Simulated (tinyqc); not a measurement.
# Electron mobility in a silicon inversion layer, empirical terms and Matthiessen rule: what changes with what

Inversion layer of sheet density Ns on a uniformly doped body, under a high-permittivity gate with an interlayer. The mobility terms are empirical power laws with prefactors chosen for the exercise; adding their inverses (Matthiessen) is itself an approximation.

Values chosen for this exercise; material values close to those of silicon:

| symbol | value | unit | meaning |
|---|---|---|---|
| T | 300 | K | temperature |
| Eg | 1.12 | eV | band gap |
| eps_r | 11.8 |  | relative permittivity of the semiconductor |
| Nc | 2.77e19 | cm^-3 | conduction-band density of states at T |
| Nv | 2.63e19 | cm^-3 | valence-band density of states at T |
| Nb | 9e16 | cm^-3 | body doping |
| Vsb | 0 | V | reverse body bias |
| eta | 0.5 |  | weight of the inversion charge in the effective field |
| Ap | 406 | cm^2/(V s) | phonon-limited mobility at 1 MV/cm and 300 K |
| As | 754 | cm^2/(V s) | roughness-limited mobility at 1 MV/cm |
| gs | 2 |  | exponent of the roughness term |
| Ac | 2600 | cm^2/(V s) | Coulomb prefactor |
| Nit | 5.7e10 | cm^-2 | charge at the interface |
| Ar | 150 | cm^2/(V s) | remote-phonon mobility without interlayer |
| ti | 0.6 | nm | interlayer thickness |
| lr | 0.6 | nm | decay length of remote phonons |
| Ns | 7.6e11 | cm^-2 | inversion density |

Constants: q = 1.602176634e-19 C, kB = 1.380649e-23 J/K, Vt = kB T/q, eps0 = 8.8541878128e-14 F/cm where lengths are in cm. Results are converted to the units shown.

Each table varies one quantity; the others keep the values above.

## Universality: two dopings at the same effective field

ni = sqrt(Nc Nv) exp(-Eg/(2 Vt)), Eg in volts; Ndep = sqrt(2 eps0 eps_r Nb (2 Vt ln(Nb/ni) + Vsb)/q); E = q (Ndep + eta Ns)/(eps0 eps_r), in MV/cm. With t = T/(300 K): muC = Ac (Ns/1e12 cm^-2) t/(Nb/1e17 cm^-3 + Nit/1e11 cm^-2), muP = Ap E^(-1/3) t^(-1.75), muS = As E^(-gs), muR = Ar exp(2 ti/lr)/t; 1/mu is the sum of the inverses. For each E, Ns is chosen to give that field on bodies with Nb = 1e16 and 9e16 cm^-3; the last column leaves out muC.

Result of one run:
```
E (MV/cm),"Ns, light body (cm^-2)","mu, light (cm^2/(V s))","Ns, heavy body (cm^-2)","mu, heavy (cm^2/(V s))",without muC (cm^2/(V s))
0.553,6.6031e12,296.86,5.2441e12,290.92,300.34
```

What becomes of these results when the effective field E is changed from 0.553 to 0.753 MV/cm, all else the same?

Result of the changed run:
```
E (MV/cm),"Ns, light body (cm^-2)","mu, light (cm^2/(V s))","Ns, heavy body (cm^-2)","mu, heavy (cm^2/(V s))",without muC (cm^2/(V s))
0.753,9.2115e12,254.91,7.8525e12,252.08,256.74
```

The whole series:
```
E (MV/cm),"Ns, light body (cm^-2)","mu, light (cm^2/(V s))","Ns, heavy body (cm^-2)","mu, heavy (cm^2/(V s))",without muC (cm^2/(V s))
0.16,1.4775e12,408.54,1.1849e11,141.95,439.88
0.218,2.2339e12,390.17,8.7494e11,323.22,408.56
0.297,3.2643e12,364.76,1.9053e12,337.92,375.58
0.405,4.6728e12,333.64,3.3138e12,321.26,339.89
0.553,6.6031e12,296.86,5.2441e12,290.92,300.34
0.753,9.2115e12,254.91,7.8525e12,252.08,256.74
1.03,1.2824e13,207.61,1.1465e13,206.35,208.48
1.4,1.7650e13,159.45,1.6291e13,158.94,159.82
```

The heavily doped body has 0.347 of the mobility of the light one in the first row and 0.997 in the last; there they lie 0.55 % below and 0.23 % below the curve without Coulomb scattering, which depends on E alone. The heavy body leaves that curve at low E because its field comes mostly from depletion charge and few carriers screen.

## Effect of the interlayer thickness

Same model as above.

The same in every row: E (MV/cm) = 0.2092; muC (cm^2/(V s)) = 1344; muP (cm^2/(V s)) = 683.9; muS (cm^2/(V s)) = 1.723e4.

Results:
```
ti (nm),muR (cm^2/(V s)),mu (cm^2/(V s))
0.2,292.2,175.8
0.4,569.1,248.7
0.6,1108,315.8
0.8,2159,366.7
1,4205,399.7
1.2,8190,419.1
1.4,1.595e4,429.8
1.8,6.051e4,438.5
```

Estimate the missing row, ti = 1.6 nm.

Computed row:
```
ti (nm),muR (cm^2/(V s)),mu (cm^2/(V s))
1.6,3.107e4,435.5
```

With this row back in the table: As ti goes from 0.2 to 1.8 nm, E stays at 0.209 MV/cm and mu rises from 176 to 438 cm^2/(V s). The smallest term is the remote phonon one in the first row and the phonon one in the last.

## Effect of the inversion density

Same model as above.

The same in every row: muR (cm^2/(V s)) = 1108.

Result of one run:
```
Ns (cm^-2),E (MV/cm),muC (cm^2/(V s)),muP (cm^2/(V s)),muS (cm^2/(V s)),mu (cm^2/(V s))
2e13,1.684,3.537e4,341.2,265.8,131.2
```

What becomes of these results when the inversion density Ns is changed from 2e13 to 1.1e12 cm^-2, all else the same?

Result of the changed run:
```
Ns (cm^-2),E (MV/cm),muC (cm^2/(V s)),muP (cm^2/(V s)),muS (cm^2/(V s)),mu (cm^2/(V s))
1.1e12,0.2353,1946,657.7,1.362e4,332.2
```

The whole series:
```
Ns (cm^-2),E (MV/cm),muC (cm^2/(V s)),muP (cm^2/(V s)),muS (cm^2/(V s)),mu (cm^2/(V s))
2e11,0.1662,353.7,738.4,2.728e4,195.3
3.6e11,0.1785,636.7,721.1,2.366e4,256.3
6.3e11,0.1992,1114,695.2,1.900e4,303.9
1.1e12,0.2353,1946,657.7,1.362e4,332.2
2e12,0.3043,3537,603.6,8145,337.3
3.6e12,0.4269,6367,539.2,4137,316.9
6.3e12,0.6340,1.114e4,472.6,1876,274.7
1.1e13,0.9943,1.946e4,406.8,762.6,211.7
2e13,1.684,3.537e4,341.2,265.8,131.2
```

As Ns goes from 2e11 to 2e13 cm^-2, E rises from 0.166 to 1.68 MV/cm and mu goes from 195 through a maximum of 337 (at Ns = 2e12 cm^-2 among the rows listed) to 131 cm^2/(V s). The smallest term is the Coulomb one in the first row and the roughness one in the last. Screening lifts the Coulomb term as Ns grows while the field presses the carriers to the interface, hence the maximum. At Ns = 2e13 cm^-2 E passes 1.5 MV/cm, beyond the usual range of such laws.

tinyqc, about 0.01 s, one thread, Intel Xeon 2.30GHz (shared host): `OMP_NUM_THREADS=1 python tinyqc.py 2510144 2510145 out.jsonl`
